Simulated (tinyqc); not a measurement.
Temperature: carrier statistics of a doped semiconductor with parabolic bands.

Eg(T) = Eg0 - al T^2/(T + be); m_de = Mv^(2/3) (ml mt^2)^(1/3); m_dh = (mhh^(3/2) + mlh^(3/2))^(2/3); Nc and Nv from N = 2 (m kB T/(4 pi c))^(3/2) with c = hbar^2/2m0, in 1/angstrom^3; times 1e24 for 1/cm^3.

Energies are counted from Ev, so Ec = Eg. n = Nc F_1/2((EF - Eg)/kT), p = Nv F_1/2(-EF/kT), ND+ = ND/(1 + 2 exp((EF - Eg + ED)/kT)), NA- = NA/(1 + 4 exp((EA - EF)/kT)); neutrality asks p + ND+ = n + NA-. F_j(eta) = (1/Gamma(j + 1)) integral_0^infinity x^j dx/(1 + exp(x - eta)), which tends to exp(eta) for eta << 0.

Constants: hbar^2/2m0 = 3.80998211 eV angstrom^2; kB = 8.617333262e-05 eV/K.

Inputs chosen for the exercise (near those of InSb; the results hold for these values, not for the real material):

| symbol | value | unit | meaning |
|---|---|---|---|
| Eg0 | 0.2318 | eV | gap at 0 K |
| al | 0.000313 | eV/K | Varshni alpha |
| be | 175 | K | Varshni beta |
| ml | 0.0127 | m0 | longitudinal electron mass |
| mt | 0.0127 | m0 | transverse electron mass |
| Mv | 1 |  | equivalent valleys |
| mhh | 0.455 | m0 | heavy-hole mass |
| mlh | 0.0153 | m0 | light-hole mass |
| ND | 5.5e+13 | 1/cm^3 | donors |
| NA | 8e+15 | 1/cm^3 | acceptors |
| ED | 0.00102 | eV | donor level below Ec |
| EA | 0.0105 | eV | acceptor level above Ev |

Neutrality solved at each temperature; ni = sqrt(Nc Nv) exp(-Eg/2kT).

Carriers (1/cm^3):

| T (K) | EF (eV) | n | p | majority / \|ND - NA\| | ni | Eg (eV) |
|---|---|---|---|---|---|---|
| 10 | 0.0075 | 2.48e-99 | 7.63e+12 | 0.000961 | 1.37e-43 | 0.2316 |
| 20 | 0.0090 | 6.52e-42 | 7.11e+14 | 0.0895 | 6.82e-14 | 0.2312 |
| 40 | 0.0156 | 1.96e-12 | 4.11e+15 | 0.517 | 89.9 | 0.2295 |
| 77 | 0.0330 | 1.37e+03 | 6.99e+15 | 0.880 | 3.10e+09 | 0.2244 |
| 120 | 0.0574 | 1.88e+09 | 7.62e+15 | 0.959 | 3.79e+12 | 0.2165 |
| 200 | 0.1081 | 1.04e+14 | 7.94e+15 | 0.999 | 9.08e+14 | 0.1984 |
| 300 | 0.1517 | 1.40e+16 | 2.19e+16 | 2.75 | 1.88e+16 | 0.1725 |
| 400 | 0.1713 | 7.49e+16 | 8.26e+16 | 10.4 | 9.96e+16 | 0.1447 |
| 500 | 0.1909 | 1.90e+17 | 1.98e+17 | 24.9 | 2.96e+17 | 0.1159 |
| 600 | 0.2119 | 3.54e+17 | 3.62e+17 | 45.5 | 6.47e+17 | 0.0864 |

Ionisation is incomplete: the majority density is below 90 % of the net doping at 10, 20, 40 and 77 K, down to a share of 0.00096. It is within 10 % of the net doping at 120 and 200 K. At 300, 400, 500 and 600 K thermal pairs lift it more than 10 % above the net doping; ni has reached 6.47e+17 1/cm^3 at 600 K against a net doping of 7.94e+15. For so narrow a gap the hottest rows are formal: EF can enter a band, where the Boltzmann ni is too large, and the crystal may melt. EF goes from 0.008 eV to 0.212 eV, where midgap is 0.043 eV and the intrinsic level (Boltzmann) 0.182 eV.

Program tinyqc; command `OMP_NUM_THREADS=1 python tinyqc.py 1682088 1682089 out.jsonl`; about 0.01 s on one thread of a shared Intel(R) Xeon(R) Processor @ 2.30GHz.
